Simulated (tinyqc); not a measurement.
Inside a calculation. Method: CCD on RHF in the 6-31g basis, for H3-, spin multiplicity 1. The basis has no diffuse functions, so it cannot describe the extra electron: this is an exercise in the method, not the real anion. One step of it, computed by the program tinyqc.

Problem. Iteration 7 (converged): orbitals. Diagonalise F' = X^T F X, C = X C', fill 2 alpha and 2 beta electrons from the bottom; D = 2 C_occ C_occ^T. Each column has its largest component positive (the first on a tie).

converged F (hartree), order 1H 1s, 1H 2s, 2H 1s, 2H 2s, 3H 1s, 3H 2s:
$$\begin{pmatrix}
0.421245 & -0.237028 & -0.250334 & -0.236753 & -0.250334 & -0.236753 \\
-0.237028 & -0.097942 & -0.229111 & -0.134308 & -0.229111 & -0.134308 \\
-0.250334 & -0.229111 & 0.434127 & -0.229734 & 0.003258 & -0.069464 \\
-0.236753 & -0.134308 & -0.229734 & -0.044077 & -0.069464 & -0.095587 \\
-0.250334 & -0.229111 & 0.003258 & -0.069464 & 0.434127 & -0.229734 \\
-0.236753 & -0.134308 & -0.069464 & -0.095587 & -0.229734 & -0.044077
\end{pmatrix}$$

X, order 1H 1s, 1H 2s, 2H 1s, 2H 2s, 3H 1s, 3H 2s:
$$\begin{pmatrix}
1.275252 & -0.602499 & -0.009838 & 0.070054 & -0.009838 & 0.070054 \\
-0.602499 & 2.351048 & 0.004054 & -0.855025 & 0.004054 & -0.855025 \\
-0.009838 & 0.004054 & 1.255018 & -0.496180 & -0.005152 & 0.037884 \\
0.070054 & -0.855025 & -0.496180 & 1.696664 & 0.037884 & 0.231850 \\
-0.009838 & 0.004054 & -0.005152 & 0.037884 & 1.255018 & -0.496180 \\
0.070054 & -0.855025 & 0.037884 & 0.231850 & -0.496180 & 1.696664
\end{pmatrix}$$

Give: F' = X^T F X; orbital energies; coefficients C; D after iteration 7.

Solution.

F' = X^T F X (hartree):
$$\begin{pmatrix}
0.9585 & -0.6103 & -0.1611 & -0.0789 & -0.1611 & -0.0789 \\
-0.6103 & 0.6688 & -0.1330 & -0.1948 & -0.1330 & -0.1948 \\
-0.1611 & -0.1330 & 0.9579 & -0.6129 & 0.0433 & 0.0590 \\
-0.0789 & -0.1948 & -0.6129 & 0.4671 & 0.0590 & -0.0171 \\
-0.1611 & -0.1330 & 0.0433 & 0.0590 & 0.9579 & -0.6129 \\
-0.0789 & -0.1948 & 0.0590 & -0.0171 & -0.6129 & 0.4671
\end{pmatrix}$$

orbital energies (hartree): MO1 -0.2529, MO2 -0.0061, MO3 0.5359, MO4 1.2927, MO5 1.4049, MO6 1.5028

coefficients C, order 1H 1s, 1H 2s, 2H 1s, 2H 2s, 3H 1s, 3H 2s:
$$\begin{pmatrix}
0.2484 & 0.0000 & 0.2283 & 0.6568 & 0.0000 & -1.2058 \\
0.2846 & 0.0000 & 1.7532 & -0.6737 & 0.0000 & 1.9349 \\
0.1747 & 0.2202 & -0.0461 & 0.7770 & 0.9424 & 0.4998 \\
0.2614 & 0.6141 & -1.1930 & -0.4181 & -0.9156 & -1.0169 \\
0.1747 & -0.2202 & -0.0461 & 0.7770 & -0.9424 & 0.4998 \\
0.2614 & -0.6141 & -1.1930 & -0.4181 & 0.9156 & -1.0169
\end{pmatrix}$$

D after iteration 7, order 1H 1s, 1H 2s, 2H 1s, 2H 2s, 3H 1s, 3H 2s:
$$\begin{pmatrix}
0.1234 & 0.1414 & 0.0868 & 0.1299 & 0.0868 & 0.1299 \\
0.1414 & 0.1619 & 0.0994 & 0.1487 & 0.0994 & 0.1487 \\
0.0868 & 0.0994 & 0.1580 & 0.3617 & -0.0359 & -0.1791 \\
0.1299 & 0.1487 & 0.3617 & 0.8909 & -0.1791 & -0.6176 \\
0.0868 & 0.0994 & -0.0359 & -0.1791 & 0.1580 & 0.3617 \\
0.1299 & 0.1487 & -0.1791 & -0.6176 & 0.3617 & 0.8909
\end{pmatrix}$$
